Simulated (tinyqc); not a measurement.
# Minority carriers and saturation current of a heavily doped emitter: effect of the doping

n-type, parabolic bands, full ionisation. eta = (EF - Ec)/kB T solves N = Nc F12(eta), F12(x) = (2/sqrt(pi)) int_0^infinity sqrt(u)/(1 + exp(u - x)) du. The gap shrinks rigidly by dEg = a3 y^(1/3) + a4 y^(1/4) + a2 y^(1/2), y = N/1e18 cm^-3, an empirical law that is here taken as the true narrowing.

ni = sqrt(Nc Nv) exp(-Eg/(2 Vt)), Eg in volts; degeneracy factor g = F12(eta) exp(-eta); nie^2 = ni^2 exp(dEg/kB T) g, p0 = nie^2/N; apparent narrowing dEg + kB T ln g. 1/tau = Cn N^2 + 1/ts, D = mup Vt, L = sqrt(D tau); J0 = (q p0 D/L)(s + tanh(W/L))/(1 + s tanh(W/L)), s = S L/D; the share recombining inside is 1 - 1/[cosh(W/L)(1 + tanh(W/L)/s)]. The mobility is held fixed.

Parameters, values chosen for the exercise; band and dielectric values close to those of silicon: temperature T = 300 K; band gap Eg = 1.12 eV; conduction-band density of states at 300 K Nc = 2.82e19 cm^-3; valence-band density of states at 300 K Nv = 2.61e19 cm^-3; coefficient of (N/1e18)^(1/3) a3 = 13.2 meV; coefficient of (N/1e18)^(1/4) a4 = 4.9 meV; coefficient of (N/1e18)^(1/2) a2 = 2.6 meV; minority-hole mobility mup = 130 cm^2/(V s); Auger coefficient Cn = 2e-31 cm^6/s; defect lifetime ts = 0.81 us; emitter width W = 1400 nm; recombination velocity at the contact S = 2.7e6 cm/s.

Constants: q = 1.602176634e-19 C, kB = 1.380649e-23 J/K, Vt = kB T/q. Results are converted to the units shown.

Result of one run:

| apparent narrowing (meV) | p0 (cm^-3) | L (nm) | J0 (fA/cm^2) | share inside (%) |
|---|---|---|---|---|
| 63.11 | 28.13 | 889.8 | 185.0 | 60.74 |

Which ionised donor density N gave this result: 1.4e18, 1.9e19, 4.6e19 or 2.6e20 cm^-3?

N = 4.6e19 cm^-3.

The whole series:

| N (cm^-3) | apparent narrowing (meV) | p0 (cm^-3) | L (nm) | J0 (fA/cm^2) | share inside (%) |
|---|---|---|---|---|---|
| 5.9e17 | 17.17 | 371.0 | 1.605e4 | 1418 | 0.3858 |
| 1.4e18 | 22.72 | 193.8 | 1.437e4 | 741.0 | 0.4808 |
| 3.4e18 | 30.20 | 106.5 | 9735 | 409.0 | 1.043 |
| 8e18 | 39.41 | 64.67 | 4893 | 253.4 | 4.025 |
| 1.9e19 | 50.68 | 42.11 | 2139 | 183.2 | 18.43 |
| 4.6e19 | 63.11 | 28.13 | 889.8 | 185.0 | 60.74 |
| 1.1e20 | 72.48 | 16.90 | 372.6 | 244.5 | 95.49 |
| 2.6e20 | 70.12 | 6.527 | 157.7 | 222.9 | 99.97 |

The apparent narrowing goes from 17.2 through a maximum of 72.5 (at N = 1.1e20 cm^-3 among the rows listed) to 70.1 meV. p0 goes as N^(-0.75) between the first two rows and N^(-1.11) between the last two (-1 without narrowing or degeneracy), and J0 moves up and down between 183 and 1420 fA/cm^2.

Range of the model: Band tails, non-parabolic bands and incomplete ionisation are left out.

Numbers from tinyqc (`OMP_NUM_THREADS=1 python tinyqc.py 2330001 2330002 out.jsonl`; about 0.01 s on one thread of a shared Intel Xeon 2.30GHz).
